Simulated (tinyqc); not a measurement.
Inside a calculation. Method: lattice vibrations of a chain. Computed by tinyqc, a small Python program that keeps every step. Command: `OMP_NUM_THREADS=1 python tinyqc.py 22763 22764 out.jsonl` (the two numbers bound the seeds that draw the settings). One thread of a shared host (Intel(R) Xeon(R) Processor @ 2.60GHz), about 0.01 s of CPU time with the checks.

## Dynamical matrix at q = 0.32

A chain moving along its axis:
```
atom,mass (u),spring to the next atom (eV/angstrom^2)
1,102.700000,14.800000
2,99.100000,25.600000
3,47.200000,23.200000
```

q is in units of 2 pi/a. A spring k from atom i to atom j, n cells on, adds k to Phi_ii and Phi_jj, -k exp(2 pi i q n) to Phi_ij and the conjugate to Phi_ji (for one atom a cell: 2k (1 - cos 2 pi q n)); D_ij = Phi_ij / sqrt(m_i m_j).

D(q) (eV/(angstrom^2 u)), lower triangle (Hermitian):
```
,1,2,3
1,0.370010
2,-0.146703,0.407669
3,0.141878-0.301507i,-0.374311,1.033898
```

## Frequencies

omega^2 are the eigenvalues; wavenumber = 521.4708 sqrt(eigenvalue) 1/cm.

eigenvalues: 0.103105  0.381314  1.327158

wavenumbers (1/cm): 167.4  322.0  600.7

weights |e|^2 of the mass-weighted modes:
```
,mode 1,mode 2,mode 3
atom 1,0.421027,0.467084,0.111889
atom 2,0.403465,0.449996,0.146539
atom 3,0.175507,0.082920,0.741573
```

## Dispersion and heat capacity

C/k_B per atom = mean over q = (j + 1/2)/80, j = 0..39 and all branches of y^2 e^y/(e^y - 1)^2, y = hc wavenumber / k_B T.

Wavenumbers (1/cm):
```
q,branch 1,branch 2,branch 3
0.000000,0.000000,381.061550,589.421375
0.062500,33.506169,378.540340,590.093221
0.125000,66.823956,371.140191,591.958596
0.187500,99.762985,359.290322,594.628685
0.250000,132.128331,343.551309,597.611968
0.312500,163.716248,324.495495,600.437445
0.375000,194.303506,302.648477,602.723410
0.437500,223.591651,278.521934,604.200106
0.500000,247.777462,256.043165,604.709591
```

Heat capacity:
```
T (K),C/k_B per atom
20,0.057038
50,0.146276
100,0.313901
200,0.600481
300,0.764793
600,0.927363
1200,0.980728
```

zero-point energy per atom = 21.945286 meV
